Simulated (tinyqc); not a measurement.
# Screening length from the swing

Inverse problem. In a simple model of a Schottky-barrier transistor a barrier thinner than d = 3.8 nm is transparent, so the effective barrier is pn - psi (1 - exp(-d/lam)) and the swing beyond flat band is Vt ln 10/(1 - exp(-d/lam)). Find the thermionic swing, lam, and the effective barrier at psi = 0.2 V.

Parameters, values chosen for the exercise:
- T = 350 K (temperature)
- pn = 0.72 eV (barrier for electrons at both contacts)

Constants: q = 1.602176634e-19 C, kB = 1.380649e-23 J/K, Vt = kB T/q. Results are converted to the units shown.

swing in the tunnelling range = 114.94252 mV/decade

Answer. The ratio of the two swings is 1 - exp(-d/lam).

Vt ln 10 = 69.4 mV/decade
lam = 4.10 nm
effective barrier = 0.599 eV

Computed by the program tinyqc: `OMP_NUM_THREADS=1 python tinyqc.py 2390026 2390027 out.jsonl`, one thread of a shared Intel Xeon 2.30GHz, about 0.04 s for the whole run.
